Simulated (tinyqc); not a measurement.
Lattice against boundary over temperature: grain-boundary diffusion: Harrison regimes, Fisher and Le Claire analysis, Hart average. Computed by tinyqc, a small Python program. Command: `OMP_NUM_THREADS=1 python tinyqc.py 3009553 3009554 out.jsonl gbdiff walk`. One thread of a shared host (Intel(R) Xeon(R) Processor @ 2.30GHz), about 0.01 s of CPU time with the checks.

A boundary is a slab of width delta with diffusivity D_b, normal to a surface held at constant concentration; it leaks into grains of diffusivity D.

Inputs (values chosen for the exercise, for a model polycrystal):

| quantity | value | unit |
|---|---|---|
| melting point T_m | 1910 | K |
| lattice prefactor D0 | 8.3e-06 | m^2/s |
| lattice activation energy E | 2.98 | eV |
| boundary prefactor D0b | 1.2e-05 | m^2/s |
| boundary activation energy E_b | 1.8 | eV |
| boundary width delta | 0.51 | nm |
| segregation factor s | 1 | - |
| grain size d | 0.81 | um |
| temperature T | 919 | K |
| time t | 38000 | s |

Constants: k_B = 8.617333262e-05 eV/K.

Method:
- D = D0 exp(-E/(k_B T)), D_b = D0b exp(-E_b/(k_B T)).
- Triple product P = s delta D_b.
- Hart average for parallel slabs: f = delta/d, D_eff = (s f D_b + (1 - f) D)/(1 - f + s f); share of the boundaries = s f D_b/(s f D_b + (1 - f) D); depth sqrt(D_eff t).
- l = sqrt(D t); P = s delta D_b; alpha = s delta/(2 l); beta = P/(2 D l). Regime A if l > 3 d, C if alpha > 1, B if alpha < 0.1, l < d/4 and beta > 10, otherwise a transition.
- D_eff = (s f D_b + (1 - f) D)/(1 - f + s f), f = delta/d; share of the boundaries = s f D_b/(s f D_b + (1 - f) D).

boundary fraction f = 6.29630e-04

Diffusivities (m^2/s):

| T/T_m | T (K) | D | D_b | D_eff | share | regime |
|---|---|---|---|---|---|---|
| 0.3 | 573 | 5.1134e-32 | 1.7677e-21 | 1.1130e-24 | 1.00000 | C |
| 0.4 | 764 | 1.8252e-25 | 1.6046e-17 | 1.0103e-20 | 0.99998 | C |
| 0.5 | 955 | 1.5590e-21 | 3.8030e-15 | 2.3960e-18 | 0.99935 | B |
| 0.6 | 1146 | 6.5147e-19 | 1.4565e-13 | 9.2354e-17 | 0.99295 | B |
| 0.7 | 1337 | 4.8536e-17 | 1.9685e-12 | 1.2879e-15 | 0.96234 | transition |
| 0.8 | 1528 | 1.2308e-15 | 1.3876e-11 | 9.9669e-15 | 0.87659 | A |
| 0.9 | 1719 | 1.5216e-14 | 6.3376e-11 | 5.5110e-14 | 0.72408 | A |
| 1.0 | 1910 | 1.1375e-13 | 2.1362e-10 | 2.4819e-13 | 0.54195 | A |

What does the comparison show, and why?

The apparent activation energy of D_eff is 1.80 eV between the first rows and 2.23 eV between the last, against E_b = 1.8 and E = 2.98 eV. The boundaries carry most of the flux up to the melting point. Caution: outside regime A (which needs sqrt(D t) above about 3 d) the Hart average and its depth are formal: they describe a profile only in regime A or at steady state. Caution: outside regime A, D_eff and the share of the boundaries hold only at steady state.
